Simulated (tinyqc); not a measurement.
# Barrier height from two thicknesses

Question. Through a thick flat barrier T = c exp(-2 kappa t) with a prefactor c that does not depend on t, and kappa = sqrt(m1 phi1/C), C = hbar^2/(2 m0). Find kappa, the decades lost for each nanometre, c and phi1.

Inputs (values chosen for the exercise):

| symbol | value | unit | meaning |
|---|---|---|---|
| m1 | 0.48 | m0 | tunnelling mass of layer 1 |

Constants: q = 1.602176634e-19 C, hbar = 1.054571817e-34 J s, m0 = 9.1093837015e-31 kg, hbar^2/(2 m0) = 0.0380998212 eV nm^2. Results are converted to the units shown.

T at t = 1 and 2 nm: 4.4673458e-6  2.2174643e-11

Solution. The ratio of the two values removes c: kappa = ln(T_a/T_b)/(2 (t_b - t_a)).

kappa = 6.11 1/nm
decades a nanometre = 5.30
c = 0.900
phi1 = 2.96 eV

Numbers from tinyqc (`OMP_NUM_THREADS=1 python tinyqc.py 2540160 2540161 out.jsonl`; about 0.05 s on one thread of a shared Intel Xeon 2.30GHz).
